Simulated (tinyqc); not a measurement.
X-ray photoelectron analysis of a thin oxide on a semiconductor: attenuation lengths, thickness, angle series and band offsets: one step, computed by the program tinyqc.

The same element is seen in the oxide and in the substrate, at nearly the same kinetic energy; films are flat and uniform, and the work function is ignored.

Task: Peak ratio. R_0 = (rho_o/M_o) L_o/((rho_s/M_s) L_s); peak ratio R = I_ox/I_sub = R_0 [exp(d/(L_o cos theta)) - 1]; hence d = L_o cos theta ln(1 + R/R_0). A carbon layer weakens both peaks alike, by exp(-d_C/(L_o cos theta)) if its L is taken equal to L_o. This R_0 leaves out intrinsic losses from the substrate peak, so calibrated values can be larger.

Inputs (values chosen for the exercise, modelled on SiO2 on 4H-SiC):

| quantity | value | unit |
|---|---|---|
| oxide density | 2.22 | g/cm^3 |
| oxide formula mass | 60.08 | g/mol |
| substrate density | 3.21 | g/cm^3 |
| substrate formula mass | 40.1 | g/mol |
| oxide thickness d | 1 | nm |
| emission angle from the normal | 55 | degrees |
| carbon overlayer | 0.86 | nm |

L in the oxide = 3.393924 nm

L in the substrate = 2.568749 nm

Give: R_0; d/(L_o cos theta); ratio R; oxide share of the counts; attenuation by carbon; depth 3 L_o cos theta.

Result:

R_0 = 0.6099

d/(L_o cos theta) = 0.5137

ratio R = 0.4095

oxide share of the counts = 0.2905

attenuation by carbon = 0.6429

depth 3 L_o cos theta = 5.840 nm
